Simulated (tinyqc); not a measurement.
Hubbard chain of 3 sites, step by step. One step of it, computed by the program tinyqc.

Task: Mean-field iteration 3. H(up) = T + U n(down), H(down) = T + U n(up); fill the lowest levels; n(new) = n + mixing (n(out) - n); E = tr T (rho up + rho down) + U sum n_up n_down of the output.

one-body matrix (hopping and site energies) (eV), lower triangle:
```
           1          2         3
1   0.000000
2  -0.760000   0.000000
3   0.000000  -0.760000  0.000000
```

U = 5.900000 eV

electrons, up and down: 2  1

mixing = 0.200000

n(up) after iteration 2: 1 0.966816, 2 0.259009, 3 0.966816

n(down) after iteration 2: 1 0.033184, 2 0.740991, 3 0.033184

Give: levels, up; levels, down; energy; n(up) after iteration 3; n(down) after iteration 3.

Result:

levels, up (eV): -0.0646  0.1958  4.6322

levels, down (eV): 1.2678  5.7042  5.9646

energy = -0.3568 eV

n(up) after iteration 3: 1 0.9679, 2 0.2183, 3 0.9679

n(down) after iteration 3: 1 0.0321, 2 0.7817, 3 0.0321
